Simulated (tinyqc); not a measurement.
The same stress in different states: Raman shift of the zone-centre optical phonon of a diamond-structure crystal under stress. Computed by tinyqc, a small Python program. Command: `OMP_NUM_THREADS=1 python tinyqc.py 3015110 3015111 out.jsonl ramanstress walk`. One thread of a shared host (Intel(R) Xeon(R) Processor @ 2.30GHz), about 0.01 s of CPU time with the checks.

Axes x, y, z are the cube axes. Strain shifts the threefold optical mode and can split it; p, q and r are the phonon deformation potentials.

Inputs (values chosen for the exercise, modelled on germanium):

| quantity | value | unit |
|---|---|---|
| unstrained frequency omega_0 | 300.2 | 1/cm |
| p/omega_0^2 | -1.54 | - |
| q/omega_0^2 | -1.91 | - |
| r/omega_0^2 | -1.14 | - |
| C11 | 130.4 | GPa |
| C12 | 48.59 | GPa |
| C44 | 67 | GPa |
| stress sigma (tension positive) | -0.63 | GPa |

Stress state: uniaxial. Axis: [110].

Method:
- S11 = (C11 + C12)/D, S12 = -C12/D, D = (C11 - C12)(C11 + 2 C12), S44 = 1/C44.
- eps_xx = S11 sigma_xx + S12 (sigma_yy + sigma_zz), and cyclic; eps_xy = S44 sigma_xy/2 (tensor strain).
- Secular matrix: M_xx = p eps_xx + q (eps_yy + eps_zz), M_xy = 2 r eps_xy; its eigenvalues are omega^2 - omega_0^2, and the shifts are these over 2 omega_0.
- Uniaxial: sigma n n^T; biaxial: sigma (1 - n n^T); hydrostatic: sigma 1. The line seen from (001) is taken as unresolved, at the intensity-weighted shift M_zz/(2 omega_0).

S44 = 14.9254 1/TPa

S11 = 9.61365 1/TPa

S12 = -2.60980 1/TPa

Shifts (1/cm):

| state | lowest | middle | highest | line seen from (001) |
|---|---|---|---|---|
| uniaxial [100] | 0.4573 | 0.8849 | 0.8849 | 0.8849 |
| uniaxial [110] | -0.1334 | 0.8849 | 1.4756 | 0.8849 |
| uniaxial [001] | 0.4573 | 0.8849 | 0.8849 | 0.4573 |
| uniaxial [111] | 0.2061 | 0.2061 | 1.8150 | 0.7424 |
| biaxial, normal [001] | 1.3422 | 1.3422 | 1.7699 | 1.7699 |
| biaxial, normal [111] | 0.4121 | 2.0211 | 2.0211 | 1.4848 |
| hydrostatic | 2.2272 | 2.2272 | 2.2272 | 2.2272 |

What does the comparison show, and why?

Seen from (001), uniaxial stress along [100] and along [110] give the same shift (0.885), and equal biaxial stress in the plane gives twice as much (1.770), since only sigma_xx + sigma_yy and sigma_zz enter M_zz. Stress along [001] gives 0.457. One measured shift therefore fixes the stress only once its state is assumed: read as uniaxial in the plane, a shift implies twice the stress that it does read as biaxial.

Extremes, crossings and ranges named in words are read from the listed rows.
